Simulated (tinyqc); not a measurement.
Floating body of a partially depleted SOI transistor: body voltage and kink: one step of the calculation.

Source at 0 V. Channel current Ic = 2 nf K Vt^2 [F(0) - F(Vd)](1 + la Vd), F(V) = ln^2(1 + exp((Vg - VT - nf V)/(2 nf Vt))), VT = VT0 - gb Vb. Saturation voltage Vs = 2 Vt sqrt(F(0)) + 3 Vt, excess Ve = (Vd - Vs + sqrt((Vd - Vs)^2 + 0.0004 V^2))/2, multiplication M1 = Ai Ve exp(-Bl/Ve). Each junction passes D(v) = J1 (exp(v/Vt) - 1) + J2 (exp(v/(2 Vt)) - 1). Bipolar current Ib = bb J1 (exp(Vb/Vt) - 1). The body settles where M1 (Ic + Ib) = D(Vb) + D(Vb - Vd) + Vb/Rb; drain current Id = (1 + M1)(Ic + Ib) - D(Vb - Vd).

Question. Drain current with floating and with grounded body. Id and VT at the converged Vb, Id at Vb = 0, their ratio, and the bipolar share Ib/(Ic + Ib).

Parameters, values chosen for the exercise; values of the order met in partially depleted silicon-on-insulator transistors:
- T = 398 K (temperature)
- VT0 = 0.39 V (threshold at zero body voltage)
- gb = 0.22 (fall of the threshold per volt of body voltage)
- nf = 1.19 (slope factor)
- K = 190 uA/(V^2 um) (gain factor per width)
- la = 0.09 1/V (channel-length modulation factor)
- Ai = 2.82 1/V (impact-ionisation prefactor)
- Bl = 5.6 V (impact-ionisation voltage)
- J1 = 5.4e-9 uA/um (diffusion saturation current of each junction)
- J2 = 1.6e-6 uA/um (recombination saturation current of each junction)
- bb = 1 (gain of the lateral bipolar transistor on the diffusion current)
- Rb = 1e9 kohm um (resistance of a weak body tie to the source (1e9 stands for no tie, and the term is then dropped))
- Vg = 0.46 V (gate voltage)
- Vd = 2.3 V (drain voltage)

Constants: q = 1.602176634e-19 C, kB = 1.380649e-23 J/K, Vt = kB T/q. Results are converted to the units shown.

converged Vb = 0.68529043 V

Wanted: VT; Id, floating; Id, grounded; ratio; bipolar share.

Answer.

VT = 0.23924 V
Id, floating = 10.100 uA/um
Id, grounded = 1.3389 uA/um
ratio = 7.5435
bipolar share = 34.302 %

The body rises to 0.685 V and lowers the threshold by 151 mV.

Range of the model: The multiplication law is an empirical form chosen for the exercise; self-heating and capacitive coupling to the body are left out, and the linear laws are rough once Vb passes about 0.7 V or M1 about 0.1.

tinyqc, about 0.2 s, one thread, Intel Xeon 2.30GHz (shared host): `OMP_NUM_THREADS=1 python tinyqc.py 2182171 2182172 out.jsonl`
